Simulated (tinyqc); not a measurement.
Single-domain magnet: Stoner-Wohlfarth switching, Neel-Arrhenius retention, LLG dynamics and spin torque: one step, computed by the program tinyqc. Command: `OMP_NUM_THREADS=1 python tinyqc.py 3007394 3007395 out.jsonl macro walk`. One thread of a shared host (Intel(R) Xeon(R) Processor @ 2.30GHz), about 0.02 s of CPU time with the checks.

The moment is uniform, with unit vector m; z is the easy axis. mu_0 = 1.25663706212e-6 T m/A, gamma = 1.76085963023e11 rad/(s T).

Question. Exact time to the equator. The polar equation dm_z/dt = -(1 - m_z^2)(i - m_z)/tau_D, i = I/I_c0, integrates to t = tau_D [F(cos theta_0) - F(0)], F(z) = -ln(1 - z)/(2 (i - 1)) + ln(1 + z)/(2 (i + 1)) + ln(i - z)/(i^2 - 1), theta_0 = 1/sqrt(2 Delta).

Inputs (values chosen for the exercise, for a model magnet): temperature T = 250 K; drive I/I_c0 = 1.7.

Shape: prolate spheroid, easy axis along it.

stability factor Delta = 66.81181

tau_D = 0.7906880 ns

Give: time to m_z = 0.

Answer.

time to m_z = 0 = 2.889 ns
